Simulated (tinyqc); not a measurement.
Inside a calculation. Model: straight dislocations in isotropic elasticity: fields, energies, partials, Peierls stress and walls. Computed by tinyqc, a small Python program that keeps every step. Command: `OMP_NUM_THREADS=1 python tinyqc.py 3009213 3009214 out.jsonl disloc walk`. One thread of a shared host (Intel(R) Xeon(R) Processor @ 2.30GHz), about 0.01 s of CPU time with the checks. Intermediate numbers are printed to about 6 digits and carried at full precision; extremes and crossings named in words are read from the listed rows.

The line runs along z, the glide plane is y = 0, and beta is the angle between b and the line (0 screw, 90 degrees edge): b_e = b sin(beta) along +x with the extra half plane at y > 0, b_s = b cos(beta). Stress is positive in tension.

Inputs (values chosen for the exercise, modelled on gold):

| quantity | value | unit |
|---|---|---|
| shear modulus G | 27 | GPa |
| Poisson ratio nu | 0.412 | - |
| Burgers vector b | 2.884 | angstrom |
| stacking-fault energy gamma | 33 | mJ/m^2 |
| dislocation density rho | 1.5e+14 | 1/m^2 |
| core radius r0/b | 1 | - |
| unstable fault energy gamma_us | 120 | mJ/m^2 |
| tilt angle theta | 0.3 | degrees |
| source length l | 30 | nm |

Character: screw.

field point (x, y) (nm): 7.1  4.3

Constants: 1 eV/angstrom^3 = 160.2176634 GPa.

## Line energy and line tension

Energy factor K = G [cos^2(beta) + sin^2(beta)/(1 - nu)]. E = K b^2/(4 pi) ln(R/r0) with R = 1/(2 sqrt(rho)); tension T = E + d^2E/d(beta)^2 = G b^2 [1 + nu - 3 nu sin^2(beta)]/(4 pi (1 - nu)) ln(R/r0). The core energy is taken into r0.

energy factor K = 27 GPa

ln(R/r0) = 4.95270

line energy E = 5.52428 eV/nm

line tension T = 13.2658 eV/nm

stored energy rho E = 132.763 kJ/m^3

T/E = 2.40: bowing turns parts of the line towards the costlier edge character, so it is stiff.

## Stress at a point

With D = G b_e/(2 pi (1 - nu)), S = G b_s/(2 pi), r^2 = x^2 + y^2: s_xx = -D y (3x^2 + y^2)/r^4, s_yy = D y (x^2 - y^2)/r^4, s_xy = D x (x^2 - y^2)/r^4, s_zz = nu (s_xx + s_yy), s_xz = -S y/r^2, s_yz = S x/r^2. Pressure p = -trace/3.

stress (MPa):
```
         x        y        z
x    0.000    0.000  -77.344
y    0.000    0.000  127.708
z  -77.344  127.708    0.000
```

pressure p = 0 MPa

A screw dislocation has pure shear and no pressure field.

## Force on a second, equal dislocation at that point

Peach-Koehler force per length on a parallel dislocation with the same b: in the glide plane F_x = s_xy b_e + s_yz b_s, normal to it F_y = -(s_xx b_e + s_xz b_s), which drives climb of the edge part or cross-slip of a screw.

glide force F_x = 36.8310 mN/m

normal force F_y = 22.3061 mN/m

Along x the second dislocation is repelled.

## Splitting into partials

Shockley partials have b_p = b/sqrt(3) at the angles beta -/+ 30 degrees; their repulsion balances the fault at d = G b_p^2/(8 pi gamma) (2 - nu)/(1 - nu) [1 - 2 nu cos(2 beta)/(2 - nu)].

partial Burgers vector b_p = 1.66508 angstrom

splitting width d = 1.17272 nm

d/b = 4.06631

## Peierls-Nabarro core of the undissociated dislocation

Misfit energy gamma(u) = (gamma_us/2)(1 - cos(2 pi u/b)), so the largest restoring stress is tau_max = pi gamma_us/b; u(x) = b/2 + (b/pi) arctan(x/zeta), zeta = K b/(4 pi tau_max). Summing the misfit energy over atomic rows a' apart gives, for a wide core, W_P = (K b^2/pi) exp(-2 pi zeta/a') and sigma_P = (K b/a') exp(-2 pi zeta/a'); a' = b/2 for edge and 30-degree lines, b sqrt(3)/2 for screw and 60-degree lines.

tau_max = 1.30718 GPa

half width zeta = 4.74038 angstrom

row spacing a' = 2.49762 angstrom

Peierls barrier W_P = 0.0295411 meV/nm

Peierls stress sigma_P = 0.206427 MPa

zeta/a' = 1.90 and sigma_P/G = 7.6e-6: the stress falls by a factor e for each a'/(2 pi) of half width.

## Strength from dislocations

Frank-Read source, averaged over the loop: tau = G b/(2 pi l) [(1 - nu/2)/(1 - nu)] ln(l/r0). Taylor hardening: tau = 0.3 G b sqrt(rho).

Frank-Read stress = 259.089 MPa

Taylor stress = 28.6105 MPa

Of the source, forest and Peierls stresses the largest here is the source stress.

## Low-angle tilt boundary

A symmetric tilt wall of edge dislocations has the spacing h = b/(2 sin(theta/2)); Read-Shockley: gamma_b = E0 theta (A - ln theta), E0 = G b/(4 pi (1 - nu)), A = 1 + ln(b/(2 pi r0)), theta in radians.

spacing h = 55.0804 nm

boundary energy = 24.3576 mJ/m^2

angle of the maximum, exp(A - 1) = 9.11891 degrees

## Character of the line

E = K b^2/(4 pi) ln(R/r0); T = G b^2 [1 + nu - 3 nu sin^2(beta)]/(4 pi (1 - nu)) ln(R/r0).

From screw to edge:

| beta (degrees) | K (GPa) | E (eV/nm) | T (eV/nm) | d (nm) |
|---|---|---|---|---|
| 0 | 27.0000 | 5.52428 | 13.2658 | 1.17272 |
| 15 | 28.2673 | 5.78357 | 12.4879 | 1.34218 |
| 30 | 31.7296 | 6.49197 | 10.3627 | 1.80513 |
| 45 | 36.4592 | 7.45966 | 7.4597 | 2.43754 |
| 60 | 41.1888 | 8.42735 | 4.5566 | 3.06995 |
| 75 | 44.6511 | 9.13575 | 2.4314 | 3.53291 |
| 90 | 45.9184 | 9.39504 | 1.6535 | 3.70236 |

The edge costs 1/(1 - nu) = 1.701 times the screw in energy, yet its tension is only (1 - 2 nu)/(1 + nu) = 0.125 of the screw value, so loops under stress are elongated along b. The edge splits 3.16 times as widely, (2 + nu)/(2 - 3 nu), since there the larger, edge parts of the partials repel with the factor 1/(1 - nu) and the small screw parts attract, while in the screw the roles are exchanged.

Checks made by the program: zero divergence of the stress field, by differences and relative to the size of its gradient (relative difference below 1e-10); splitting against the force between the two partials (relative difference below 1e-10).
